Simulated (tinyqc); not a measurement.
# MOSFET in saturation, small-signal circuit and noise: from weak to strong inversion

Bias by the inversion coefficient IC = I/Ispec (charge-based model with velocity saturation; weak inversion below 0.1, strong above 10). Common-source circuit: gm, gds, Cgs, Cgd and Cj at the inner nodes, Rg in series with the gate; quasi-static, no source or drain resistance, no gate-body capacitance, no substrate network, no induced gate noise, so fmax is an upper estimate.

Ispec = 2 n mu Cox (W/L) Vt^2, lc = Ls/L, gms = [sqrt((lc IC + 1)^2 + 4 IC) - 1]/[2 + lc (lc IC + 1)], gm = gms Ispec/(n Vt), gds = sg gm. qs = [sqrt(1 + 4 IC) - 1]/2, Cgs = Cox W L qs (2 qs + 3)/(3 (qs + 1)^2) + Cov W, Cgd = Cov W, Cd = Cj W, Rg = Rsh (Wf/L)/(12 Nf) + Rc/W with Nf = W/Wf fingers (not rounded) contacted at both ends. fT = gm/(2 pi (Cgs + Cgd)), fmax = fT/(2 sqrt(Rg (gds + 2 pi fT Cgd))). The last column is the figure of merit (gm/I) fT.

Parameters, values chosen for the exercise:
- T = 300 K (temperature)
- L = 90 nm (gate length)
- W = 10 um (total gate width)
- Cox = 1.46 uF/cm^2 (gate capacitance)
- mu = 330 cm^2/(V s) (mobility)
- n = 1.25 (slope factor)
- Ls = 25 nm (velocity-saturation length)
- sg = 0.064 (ratio gds/gm)
- Cov = 0.37 fF/um (overlap and fringe capacitance per side)
- Cj = 0.84 fF/um (drain junction capacitance)
- Rsh = 15 ohm (sheet resistance of the gate)
- Wf = 4 um (finger width)
- Rc = 300 ohm um (gate contact and vertical resistance)

Constants: q = 1.602176634e-19 C, kB = 1.380649e-23 J/K, Vt = kB T/q. Results are converted to the units shown.

From weak to strong inversion:
```
IC    I (uA)  gm/I (1/V)  fT (GHz)  fmax (GHz)  (gm/I) fT (THz/V)
0.01  0.8944       30.60    0.5785       10.27            0.01770
0.03   2.683       29.94     1.646       17.28            0.04927
0.1    8.944       28.00     4.705       29.07             0.1317
0.3    26.83       24.24     10.57       43.15             0.2562
1      89.44       18.05     21.81       61.08             0.3936
3      268.3       12.00     38.16       79.85             0.4579
10     894.4       6.461     62.75       101.5             0.4055
30      2683       3.008     83.91       116.9             0.2524
100     8944       1.054     95.56       124.4             0.1007
```

What does the table show?

The efficiency gm/I falls from 30.6 to 1.05 1/V while fT rises from 0.579 to 95.6 GHz; fT goes as IC^(0.95) at the start and IC^(0.11) at the end (1/2 for a long channel, 0 at full velocity saturation, which sets in near IC = 1/lc^2 = 13.0). Their product goes from 0.0177 through a maximum of 0.458 (at IC = 3 among the rows listed) to 0.101 THz/V. For IC = 0.01 to 0.3 fmax exceeds 4 fT, where channel resistance and substrate losses, left out here, would cap it.

Program tinyqc, `OMP_NUM_THREADS=1 python tinyqc.py 2150005 2150006 out.jsonl`; Intel Xeon 2.30GHz, shared host, one thread, about 0.01 s.
